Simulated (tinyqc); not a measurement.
Gupta-type many-body potential for a metal: one step, computed by the program tinyqc. Command: `OMP_NUM_THREADS=1 python tinyqc.py 3023810 3023811 out.jsonl gupta walk`. One thread of a shared host (Intel(R) Xeon(R) Processor @ 2.30GHz), about 0.01 s of CPU time with the checks.

E_i = sum_j A exp(-p (r_ij/r0 - 1)) - xi rho_i^gamma, with rho_i = sum_j exp(-2 q (r_ij/r0 - 1)); gamma = 1/2 is the tight-binding second-moment form. The crystal is fcc unless stated; d is the neighbour distance and a fixed number of shells is kept.

Task: Unrelaxed vacancy. Each neighbour j of the vacancy loses one repulsive term and one density term: E_v = sum_shells count x {-repulsion - xi [(rho - density)^gamma - rho^gamma]}. (The removed atom returns to a bulk-like site, so its own energy cancels.)

Inputs (values chosen for the exercise, modelled on gold): hopping xi = 1.72 eV; embedding exponent gamma = 0.5.

Shells:
```
shell  count  r (angstrom)  repulsion (eV)    density
1         12      2.898560       0.1935654  0.9590599
```

density rho = 11.50872

repulsive energy = 2.322785 eV

Give: vacancy energy E_v; ratio E_v/E_c, E_c = xi rho^gamma less the repulsive energy.

Result:

vacancy energy E_v = 0.6582 eV

ratio E_v/E_c, E_c = xi rho^gamma less the repulsive energy = 0.1874

A pair potential gives E_v = E_c; here the ratio is 0.19, as the remaining bonds of the neighbours strengthen when one is lost.
